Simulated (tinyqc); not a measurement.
Where the concentration falls to given levels: concentration-dependent dopant diffusion with charged defects and the built-in field. Computed by tinyqc, a small Python program. Command: `OMP_NUM_THREADS=1 python tinyqc.py 3027898 3027899 out.jsonl extrinsic walk`. One thread of a shared host (Intel(R) Xeon(R) Processor @ 2.30GHz), about 0.06 s of CPU time with the checks.

A constant source C_s feeds a half space. The dopant moves through neutral point defects and through charged ones, whose number grows with the majority carrier density n.

Inputs (values chosen for the exercise, modelled on boron in silicon):
```
quantity                        value    unit
neutral prefactor D0x          0.0475  cm^2/s
neutral activation energy E0     3.49      eV
singly charged prefactor D01    0.934  cm^2/s
activation energy E1             3.51      eV
surface concentration C_s     6.8e+19  1/cm^3
temperature T                    1075       C
time t                            140       s
```

Field enhancement: on.

Constants: k_B = 8.617333262e-05 eV/K.

Method:
- n_i = 3.87e16 T^1.5 exp(-7014/T) per cm^3 (T in kelvin, an empirical form); each D = prefactor x exp(-E/(k_B T)); the intrinsic diffusivity D_i is their sum.
- Temperatures in kelvin are T(C) + 273.15.
- n = C/2 + sqrt(C^2/4 + n_i^2); D(C) = h [Dx + D1 (n/n_i)], h = 1 + C/sqrt(C^2 + 4 n_i^2).
- With y = x/sqrt(D_s t), u = C/C_s and q = -(D/D_s) du/dy: du/dy = -q D_s/D, dq/dy = -(y/2) q D_s/D, u(0) = 1. The surface flux q(0) is shot so that u tends to 0 (LSODA, an adaptive multistep solver, relative tolerance 1e-10). Dose Q = 2 q(0) C_s sqrt(D_s t).
- For comparison, erfc profiles with a constant D: x = 2 sqrt(D t) erfc^-1(C/C_s), with D = D_i and D = D_s.

partial diffusivities (cm^2/s): Dx 4.26634e-15, D1 7.06224e-14

n_i = 1.05395e+19 1/cm^3

surface diffusivity D_s = 9.20119e-13 cm^2/s

intrinsic diffusivity D_i = 7.48887e-14 cm^2/s

Depth (nm):
```
C/C_s       D/D_s    full  erfc with D_i  erfc with D_s
8.00e-01  0.80226   46.40          11.60          40.66
5.00e-01  0.50707  104.41          30.89         108.26
2.00e-01  0.22438  154.58          58.68         205.70
1.00e-01  0.14383  172.21          75.32         264.01
3.00e-02  0.09777  190.67          99.37         348.32
1.00e-02  0.08661  203.12         117.95         413.45
1.00e-03  0.08190  225.27         150.68         528.16
1.00e-04  0.08144  245.14         178.16         624.48
```

What does the comparison show, and why?

The depth between C/C_s = 0.1 and 1e-4 spans 72.9 nm in the full profile, against 103 nm for D_i and 360 nm for D_s; the ratio of the depths at 1e-4 and at 0.5 is 2.35, against 5.77 for any erfc. The profile is box-like: fast diffusion in the heavily doped part feeds a front that moves slowly where D drops to D_i. Caution: at such a C_s dopants can cluster or exceed their solubility, which the model leaves out.
